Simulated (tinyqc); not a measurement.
# From A_ot back to dopant content x

Model: competing polymorphs of an oxide film: bulk, surface, grain-boundary, dopant and field terms. Computed by tinyqc, a small Python program. Command: `OMP_NUM_THREADS=1 python tinyqc.py 3015283 3015284 out.jsonl polymorph inv`. One thread of a shared host (Intel(R) Xeon(R) Processor @ 2.30GHz), about 0.01 s of CPU time with the checks.

Phases: monoclinic m (reference), polar orthorhombic o, tetragonal t. Free energies per formula unit (f.u.); 1 J/m^2 x angstrom^3/nm = 6.241509 meV.

Inputs (values chosen for the exercise, for a model oxide): energy of the polar phase o over m = 57.1 meV/f.u.; energy of the tetragonal phase t over m = 124 meV/f.u.; entropy of o over m = 0.0026 meV/(f.u. K); entropy of t over m = 0.053 meV/(f.u. K); surface energy of m = 3.28 J/m^2; surface energy of o = 2.59 J/m^2; surface energy of t = 2.43 J/m^2; volume per formula unit Omega = 33.2 angstrom^3; temperature T = 500 K; shift of o per % of dopant = -7.8 meV/f.u.; shift of t per % of dopant = -9.2 meV/f.u..

Method. Bulk term b = H - T S + (shift) x, zero for m. The undoped bulk turns from m to t at T = H_t/S_t. With G = b + gamma Omega A (b the bulk free energy per formula unit, A the area per volume), two phases i, j cross at A_ij = (b_j - b_i)/(Omega (gamma_i - gamma_j)); o has a window only if A_mo < A_ot.

Question. A run gave the result below. Find the dopant content x, known to lie between 3.1 and 5.6 %.

A_ot = 1.095754 1/nm

Answer.

Each step takes the trial c = (a f_b - b f_a)/(f_b - f_a), f being the result less the target and a, b, c the logarithms of the listed values; c replaces end b, the old b replaces a if the sign of f changed, and otherwise f_a is halved.

Scan of the range:
```
dopant content x (%)  A_ot (1/nm)
3.10                      1.12683
3.42                      1.11332
3.78                      1.09812
4.17                      1.08165
4.60                      1.06349
5.07                      1.04365
5.60                      1.02127
```

False position (Illinois rule, in the logarithm of the input) inside the bracket:
```
step    end a    end b    trial  A_ot (1/nm)
1     3.78000  4.17000  3.83367      1.09585
2     4.17000  3.83367  3.83590      1.09576
3     4.17000  3.83590  3.83608      1.09575
4     3.83590  3.83608  3.83599      1.09575
```

A_ot falls at every point of a 13-point scan of the range (every second point is shown), so one value fits; it is bracketed by 3.78 and 4.17. The scan shows a straight line, so linear interpolation between any two rows gives the answer at once. Answer: dopant content x = 3.836 %.
